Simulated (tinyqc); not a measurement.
Worked calculation: two-dimensional electron gas with Rashba and Dresselhaus coupling. Values are carried at full precision from step to step, so a last printed digit may differ when a step is redone from the rounded ones.

H = c k^2/m + al (ky sx - kx sy) + b1 (kx sx - ky sy) + gam kx ky (kx sy - ky sx), s the Pauli matrices, x = [100], c = hbar^2/2m0, b1 = gam (pi/L)^2 (hard walls). H = c k^2/m + B.s, so E = c k^2/m -/+ |B| and the lower state has its spin along -B.

Constants: hbar^2/2m0 = 3.80998211 eV angstrom^2; hbar = 6.58211957e-16 eV s.

Inputs chosen for the exercise (of the size met in InSb; shifted at random, so the results belong to these values and not to a real crystal): m = 0.0148 m0 (mass); al = 0.41 eV angstrom (Rashba constant); gam = 314.5 eV angstrom^3 (bulk Dresselhaus constant); L = 151 angstrom (width of the (001) well); n = 4.1 1e11/cm^2 (sheet density (one subband filled)); phi = 110 degrees (angle of k from [100]).

## Scales

b1; mean Fermi wave vector k0 = sqrt(2 pi n) (1e11/cm^2 = 1e-5/angstrom^2); E0 = c k0^2/m; b3 = gam k0^2/4; kR = al m/(2c) and ER = al kR/2, the shift and depth of a pure Rashba band.

b1 = 0.1361 eV angstrom
k0 = 0.01605 1/angstrom
E0 = 66.317 meV
b3 = 0.02025 eV angstrom
kR = 0.0007963 1/angstrom
ER = 0.1632 meV

The ratio al/(b1 - b3) is 3.54; kR is 5.0 % of k0.

## Spin-orbit field at one point of the Fermi circle

k = k0 (cos phi, sin phi). Form B, the splitting 2|B| and the direction of the lower spin, atan2(-By, -Bx).

Bx, By (meV): [5.8292, 0.3404]

splitting = 11.6782 meV
direction of the lower spin = -176.7 degrees

## The matrix

H = [[E0, Bx - i By], [Bx + i By, E0]] in meV; diagonalise. Precession period h/(2|B|) = 2 pi hbar/(splitting).

H (meV), rows up, down and columns alike:
```
[[66.3170, 5.8292-0.3404i],
 [5.8292+0.3404i, 66.3170]]
```

levels (meV): [60.4779, 72.1561]

period = 0.354 ps

## The two wave vectors at the energy E0 along this direction

Solve c k^2/m -/+ |B(k)| = E0. The spin turns by (k_outer - k_inner) per length, so a half turn takes pi/(difference).

k (1/angstrom): outer 0.016777, inner 0.015363

difference = 0.001414 1/angstrom
length of a half turn = 222.2 nm

For linear terms alone the difference is (m/c)|B|/k, whatever the energy: every electron along this direction turns alike, the basis of the spin transistor. The cubic term makes it depend on density.

## Checks

- Difference of the Fermi wave vectors without Dresselhaus terms against al m/c: both 0.0015927.

Computed by tinyqc, a small Python program: `OMP_NUM_THREADS=1 python tinyqc.py 1451919 1451920 out.jsonl` (the numbers bound the seed that draws the inputs); one thread of a shared host (Intel(R) Xeon(R) Processor @ 2.30GHz), about 0.01 s for the whole set of steps.
